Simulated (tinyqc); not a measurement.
## Trap density from one capacitance

Inverse problem. Traps spread evenly through the insulator exchange electrons with the semiconductor by tunnelling, with tau(x) = t0 exp(2 ka x) at depth x from the interface. The admittance per area Y seen at depth x obeys dY/dx = -Y^2/(i w eps0 eox) + q Nb ln(1 + i w tau)/tau, with Y(0) = i w Cs and w = 2 pi f; the gate sees Y(tox) = G + i w C. Working variable y = Y/(i w), in uF/cm^2. Cox = eps0 eox/tox. Find Nb and G/w.

Values chosen for this exercise:

| symbol | value | unit | meaning |
|---|---|---|---|
| eox | 23 |  | relative permittivity of the insulator |
| tox | 11 | nm | insulator thickness |
| Cs | 4 | uF/cm^2 | semiconductor capacitance in accumulation |
| ka | 6.3 | 1/nm | decay constant of the wave function in the insulator |
| t0 | 2e-10 | s | time constant of a trap at the interface |
| f | 1e6 | Hz | frequency |

Constants: q = 1.602176634e-19 C, eps0 = 8.8541878128e-14 F/cm where lengths are in cm. Results are converted to the units shown.

C = 1.3515569 uF/cm^2

Answer. C rises steadily with Nb, so one density matches; in practice ka and t0 must come from the frequency dependence.

Nb = 8.90e19 cm^-3 eV^-1
G/w = 0.0172 uF/cm^2

Numbers from tinyqc (`OMP_NUM_THREADS=1 python tinyqc.py 2202204 2202205 out.jsonl`; about 0.7 s on one thread of a shared Intel Xeon 2.30GHz).
